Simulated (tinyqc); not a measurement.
# From resistivity back to carrier density n

Model: mobility of a non-polar semiconductor in the relaxation-time approximation. Computed by tinyqc, a small Python program. Command: `OMP_NUM_THREADS=1 python tinyqc.py 3008510 3008511 out.jsonl rta inv`. One thread of a shared host (Intel(R) Xeon(R) Processor @ 2.30GHz), about 0.03 s of CPU time with the checks.

Each valley is treated as a sphere of mass m_d for states and rates, with one isotropic relaxation time; the conductivity mass m_c sets the current.

Inputs (values chosen for the exercise, modelled on holes in silicon): longitudinal mass m_l = 0.49 m_0; transverse mass m_t = 0.49 m_0; equivalent valleys Z = 1; non-parabolicity alpha = 0.27 1/eV; static permittivity eps_s = 11.7; density rho = 2329 kg/m^3; sound velocity v_l = 9100 m/s; acoustic deformation potential D_A = 5.2 eV; phonon energy hbar w = 62.2 meV; optical or intervalley deformation potential D_o = 10 1e8 eV/cm; final valleys Z_f = 1; compensation ratio C = 0; temperature T = 300 K.

Band: Kane. Impurity formula: Brooks-Herring. Further scattering: none.

Constants: k_B = 8.617333262e-05 eV/K; m_0 = 9.1093837015e-31 kg; e = 1.602176634e-19 C; hbar = 1.054571817e-34 J s; eps_0 = 8.8541878128e-12 F/m; k_B = 1.380649e-23 J/K; hbar = 6.582119569e-16 eV s.

Method:
- m_d = (m_l m_t^2)^(1/3); 1/m_c = (1/m_l + 2/m_t)/3; Hall mass factor A = 3 K_m (K_m + 2)/(2 K_m + 1)^2, K_m = m_l/m_t; N_I = n (1 + C)/(1 - C).
- Kane band: hbar^2 k^2/(2 m) = E (1 + alpha E), speed v = hbar k/(m (1 + 2 alpha E)), states per spin, volume and energy g(E) = m k (1 + 2 alpha E)/(2 pi^2 hbar^2); overlap factors are set to 1. Here m = m_d. Masses are multiplied by m_0 and all formulas are in SI units.
- The reduced Fermi level eta = E_F/(k_B T) solves n = 2 Z int g f dE with f = 1/(1 + exp(x - eta)) (Z = 1 unless valleys are given); screening length L_s = sqrt(eps_s eps_0 k_B T/(e^2 dn/deta)), dn/deta = 2 Z int g f (1 - f) dE.
- Integrals over x = E/(k_B T) use 160 Gauss-Legendre points in u = sqrt(x) from 0 to sqrt(max(eta, 0) + 32).
- Phonon occupation N_q = 1/(exp(hbar w/(k_B T)) - 1).
- Acoustic deformation potential (elastic, equipartition, absorption and emission together): 1/tau = 2 pi k_B T D_A^2 g(E)/(hbar rho v_l^2).
- Optical or intervalley deformation potential: 1/tau = (pi Z_f D_o^2/(rho w)) [N_q g(E + hbar w) + (N_q + 1) g(E - hbar w)], with g = 0 below the band edge.
- Each optical term is multiplied by (1 - f(E'))/(1 - f(E)), E' the final energy, for Pauli blocking.
- Singly charged impurities, momentum relaxation: 1/tau = N_I e^4 m (1 + 2 alpha E) Phi/(8 pi (eps_s eps_0)^2 hbar^3 k^3), with alpha = 0 for a parabolic band.
- Brooks-Herring: Phi = ln(1 + b) - b/(1 + b), b = 4 k^2 L_s^2.
- mu = (m_d/m_c) (2 Z e/(3 n k_B T)) int g v^2 tau f (1 - f) dE.
- Averages over x are split at the emission threshold x_0 = hbar w/(k_B T): 64 Gauss-Legendre points in sqrt(x) below it and 128 in sqrt(x - x_0) above it, up to x = max(eta, 0) + 32.
- Rates are added at each energy before the average. With <y> = int g v^2 y f (1 - f) dE: Hall factor r_H = A (3 n k_B T/(2 Z m_d)) <tau^2/(1 + 2 alpha E)>/<tau>^2 (alpha = 0 for a parabolic band); Hall mobility r_H mu; |S| = (k_B/e) (<x tau>/<tau> - eta); resistivity 1/(n e mu).

Problem. A run gave the result below. Find the carrier density n, known to lie between 5.4e+15 and 1.1e+16 1/cm^3.

resistivity = 0.9150259 ohm cm

Solution.

Each step takes the trial c = (a f_b - b f_a)/(f_b - f_a), f being the result less the target and a, b, c the logarithms of the listed values; c replaces end b, the old b replaces a if the sign of f changed, and otherwise f_a is halved.

Scan of the range:
```
carrier density n (1/cm^3)  resistivity (ohm cm)
5.40e+15                                 1.10176
6.08e+15                                 0.98630
6.85e+15                                 0.88291
7.71e+15                                 0.79154
8.68e+15                                 0.70990
9.77e+15                                 0.63722
1.10e+16                                 0.57221
```

False position (Illinois rule, in the logarithm of the input) inside the bracket:
```
step        end a        end b        trial  resistivity (ohm cm)
1     6.08000e+15  6.85000e+15  6.60090e+15              0.913752
2     6.08000e+15  6.60090e+15  6.58221e+15              0.916160
3     6.60090e+15  6.58221e+15  6.59101e+15              0.915025
4     6.58221e+15  6.59101e+15  6.59100e+15              0.915026
```

Resistivity falls at every point of a 13-point scan of the range (every second point is shown), so one value fits; it is bracketed by 6.08e15 and 6.85e15. Answer: carrier density n = 6.591e15 1/cm^3.
